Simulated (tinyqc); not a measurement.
# Free and trapped electrons in a MOS channel with a dense trap tail: two studies

p-type body, charge-sheet picture, full ionisation (an idealisation for deep acceptors), Boltzmann statistics for free electrons. e = Ec - EF at the surface. Acceptor-like traps of density D(E) = D0 + De exp(-E/Ew) at depth E below Ec, from 0 to Eu, hold n_t = integral of D(E)/(1 + exp((e - E)/Vt)). psi = Eg - Vt ln(Nv/Na) - e; N_dep = sqrt(2 eps0 eps_r Na (psi - Vt)/q); n_f = sqrt(N_dep^2 + 2 eps0 eps_r Vt Nc exp(-e/Vt)/q) - N_dep; Vg = Vfb + psi + q (N_dep + n_t + n_f)/Cox, Cox = eps0 eox/tox.

Inputs (values chosen for the exercise); band and dielectric values close to those of gallium nitride:
```
symbol,value,unit,meaning
T,300,K,temperature
Eg,3.38,eV,band gap
eps_r,9.61,,relative permittivity
Nc,2.32e18,cm^-3,conduction-band density of states at T
Nv,4.57e19,cm^-3,valence-band density of states at T
eox,3.9,,relative permittivity of the insulator
tox,25,nm,insulator thickness
Na,1.3e17,cm^-3,acceptor density
Vfb,-2.97,V,flat-band voltage without trapped charge
D0,1.1e11,cm^-2 eV^-1,constant background density of acceptor-like traps
De,7.1e12,cm^-2 eV^-1,density of the tail at the conduction edge
Ew,0.1,eV,decay energy of the tail
Eu,0.97,eV,depth below Ec down to which the traps reach
mf,92,cm^2/(V s),mobility of free electrons
```

Constants: q = 1.602176634e-19 C, kB = 1.380649e-23 J/K, Vt = kB T/q, eps0 = 8.8541878128e-14 F/cm where lengths are in cm. Results are converted to the units shown.

Each table varies one quantity; the others keep the values above.

## Free and trapped charge against gate voltage

Free share n_f/(n_f + n_t); swing ln 10 n_f/(dn_f/dVg); field-effect mobility mf q (dn_f/dVg)/Cox, for a constant mf; oxide field q (N_dep + n_t + n_f)/(eps0 eox).

Result of one run:
columns A: Vg (V); B: e (eV); C: n_f (cm^-2); D: n_t (cm^-2); E: free share (%); F: swing (mV/decade); G: field-effect mobility (cm^2/(V s)); H: oxide field (MV/cm)
```
A         B        C         D         E      F         G       H
2.4  0.3061  1.150e6  1.102e11  0.001043  117.2  0.002411  0.9790
```

What becomes of these results when the gate voltage Vg is changed from 2.4 to 5.2 V, all else the same?

Result of the changed run:
columns A: Vg (V); B: e (eV); C: n_f (cm^-2); D: n_t (cm^-2); E: free share (%); F: swing (mV/decade); G: field-effect mobility (cm^2/(V s)); H: oxide field (MV/cm)
```
A           B         C         D      E     F      G      H
5.2  -0.06222  1.279e12  8.039e11  61.41  3559  88.34  1.952
```

The whole series:
columns A: Vg (V); B: e (eV); C: n_f (cm^-2); D: n_t (cm^-2); E: free share (%); F: swing (mV/decade); G: field-effect mobility (cm^2/(V s)); H: oxide field (MV/cm)
```
A           B         C         D         E      F         G       H
2.4    0.3061   1.150e6  1.102e11  0.001043  117.2  0.002411  0.9790
2.9    0.1239   1.279e9  3.211e11    0.3969  248.1     1.267   1.106
3.5   0.02149  6.517e10  6.521e11     9.086  498.0     32.15   1.305
4.1  -0.02772  4.023e11  7.736e11     34.21   1271     77.79   1.526
4.6  -0.04727  7.891e11  7.947e11     49.82   2265     85.59   1.718
5.2  -0.06222  1.279e12  8.039e11     61.41   3559     88.34   1.952
5.7  -0.07141  1.696e12  8.076e11     67.74   4665     89.32   2.148
6.3  -0.08026  2.200e12  8.102e11     73.09   6009     89.97   2.385
6.8  -0.08646  2.622e12  8.115e11     76.37   7136     90.30   2.582
```

n_f reaches 1e11 cm^-2 at Vg = 3.60 V, against 2.80 V without traps. The free share rises from 0.00104 to 76.4 % and the field-effect mobility rises from 0.00241 to 90.3 cm^2/(V s), although mf = 92 is constant: in the last row 98.1 % of Cox dVg goes into free electrons. The swing in the first row is 117 mV a decade (Vt ln 10 = 59.5). For Vg = 3.5, 4.1, 4.6, 5.2, 5.7, 6.3, 6.8 EF lies less than 2 Vt below the band edge, or above it, where degeneracy and confinement, left out, matter.

## Effect of the acceptor density

Vfb is held fixed. VT is the Vg for n_f = 1e11 cm^-2; swing ln 10 n_f/(dn_f/dVg) at n_f = 1e8 cm^-2; the last three columns are for Vg = VT + 2 V, with free share n_f/(n_f + n_t) and field-effect mobility mf q (dn_f/dVg)/Cox; there EF is near the band edge, where Boltzmann statistics are rough.

Effect of the acceptor density:
columns A: Na (cm^-3); B: e at VT (eV); C: VT (V); D: q n_t/Cox at VT (V); E: swing (mV/decade); F: n_f (cm^-2); G: free share (%); H: field-effect mobility (cm^2/(V s))
```
A             B       C       D      E         F      G      H
1e15    0.06808  0.9492  0.5613  113.3  1.431e12  64.60  86.37
2e15    0.06074   1.092  0.5913  118.3  1.457e12  64.92  86.84
6e15    0.04825   1.404  0.6442  127.8  1.500e12  65.43  87.62
1e16    0.04217   1.601  0.6702  133.0  1.521e12  65.66  87.97
3e16    0.02870   2.195  0.7272  146.8  1.564e12  66.13  88.63
8e16    0.01635   3.027  0.7763  163.1  1.597e12  66.49  89.04
2e17   0.004649   4.227  0.8178  183.3  1.621e12  66.72  89.23
5e17  -0.007156   6.085  0.8532  210.7  1.634e12  66.83  89.19
```

What does the table show?

As Na goes from 1e15 to 5e17, VT rises from 0.949 to 6.08 V, its part due to traps rises from 0.561 to 0.853 V, the swing rises from 113 to 211 mV/decade and the field-effect mobility rises from 86.4 to 89.2 cm^2/(V s). Most of the rise of VT is depletion charge; the trap part grows since the same n_f needs EF nearer the band edge at heavier doping. For Na = 6e15, 1e16, 3e16, 8e16, 2e17, 5e17 e is under 2 Vt already at VT, so VT too is rough.

tinyqc, about 0.02 s, one thread, Intel Xeon 2.30GHz (shared host): `OMP_NUM_THREADS=1 python tinyqc.py 2222133 2222134 out.jsonl`
